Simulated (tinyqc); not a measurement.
# Stacked nanosheet transistor, parasitic resistance, capacitance and delay: what changes with what

Ns sheets share one contact on top; each has perimeter p = 2 (Ws + ts) and cross-section A = Ws ts; contact width Wc = Ws + 10 nm, stack height Hs = Ns pv. Sheet 1 is the top one. Contact length Lc = CPP - Lg - 2 Lsp, shared by two neighbouring gates. Source and drain sides are equal. The formulas are first-order estimates, not field solutions.

Inputs (values chosen for the exercise); values close to those of silicon logic devices: temperature T = 300 K; number of sheets Ns = 3; sheet width Ws = 20 nm; sheet thickness ts = 5 nm; vertical pitch of the sheets pv = 12 nm; vertical resistance between sheet levels rv = 121 ohm; contacted gate pitch CPP = 70 nm; gate length Lg = 18 nm; spacer length Lsp = 6 nm; relative permittivity of the spacer ks = 5.5; gate height above the channel stack Hc = 30 nm; contact resistivity rc = 9e-10 ohm cm^2; resistivity of the source-drain epitaxy re = 0.00039 ohm cm; current-carrying depth of the epitaxy te = 20 nm; resistivity of the extension rx = 0.0019 ohm cm; gate overlap Lov = 0.5 nm; inversion capacitance Cinv = 3.2 uF/cm^2; injection velocity vx = 1.3e7 cm/s; apparent mobility mu = 320 cm^2/(V s); threshold at zero drain voltage VT = 0.28 V; barrier lowering dl = 0.069 V/V; subthreshold factor n = 1.29; wire load Cw = 0.09 fF; supply voltage Vdd = 0.8 V.

Constants: q = 1.602176634e-19 C, kB = 1.380649e-23 J/K, eps0 = 8.8541878128e-12 F/m, Vt = kB T/q. Results are converted to the units shown.

Each table varies one quantity; the others keep the values above.

## Effect of the supply voltage

Epitaxy sheet resistance Rsh = re/te, transfer length LT = sqrt(rc/Rsh), contact Rc = [sqrt(rc Rsh)/Wc] coth(Lc/(2 LT)); extension of one sheet Rx = rx Lsp/A. With N sheets: gate Cg = Cinv p N Lg; per side, plate Cp = ks eps0 [Wc (Hs + Hc) - N A]/Lsp, top fringe Cf = (2/pi) ks eps0 Wc ln(1 + Lg/(2 Lsp)), overlap Co = Cinv p N Lov. One sheet: I = p Q vx u/(1 + |u|^1.8)^(1/1.8), Q = Cinv n Vt ln(1 + exp((Vg' - VT + dl Vd')/(n Vt))), u = Vd' mu/(vx Lg), Vg' = Vgs - v, Vd' = Vds - 2 v, with the drop on each side v_j = Rc sum I + rv (sum over levels k = 2..j of the current of sheets k..Ns) + Rx I_j. Ieff = [I(Vgs = Vdd, Vds = Vdd/2) + I(Vdd/2, Vdd)]/2, total currents. With Cs = Cp + Cf + Co, the load of an inverter of two such devices driving an equal one is CL = 2 (Cg + 2 Cs) + 4 Cs + Cw (own drains counted twice for the Miller effect); delay CL Vdd/(2 Ieff).

The same in every row: Rc (ohm) = 191.0; Rx/N (ohm) = 380.0; CL (aF) = 397.9.

Effect of the supply voltage:

| Vdd (V) | Ieff (uA) | delay (ps) |
|---|---|---|
| 0.45 | 39.25 | 2.281 |
| 0.55 | 65.66 | 1.666 |
| 0.65 | 95.39 | 1.356 |
| 0.75 | 126.6 | 1.179 |
| 0.85 | 158.3 | 1.069 |
| 0.95 | 190.1 | 0.9942 |

What does the comparison show?

As Vdd goes from 0.45 to 0.95 V, Ieff rises from 39.3 to 190 uA, CL stays at 398 aF and the delay falls from 2.28 to 0.994 ps.

## Effect of the relative permittivity of the spacer

Same model as above.

The same in every row: Rc (ohm) = 191.0; Rx/N (ohm) = 380.0; Ieff (uA) = 142.4.

Effect of the relative permittivity of the spacer:

| ks | CL (aF) | delay (ps) |
|---|---|---|
| 1 | 303.1 | 0.8514 |
| 2 | 324.1 | 0.9106 |
| 3 | 345.2 | 0.9698 |
| 4 | 366.3 | 1.029 |
| 5.5 | 397.9 | 1.118 |
| 7 | 429.5 | 1.207 |

As ks goes from 1 to 7, Ieff stays at 142 uA, CL rises from 303 to 430 aF and the delay rises from 0.851 to 1.21 ps.

Computed by the program tinyqc: `OMP_NUM_THREADS=1 python tinyqc.py 2170064 2170065 out.jsonl`, one thread of a shared Intel Xeon 2.30GHz, about 0.05 s for the whole run.
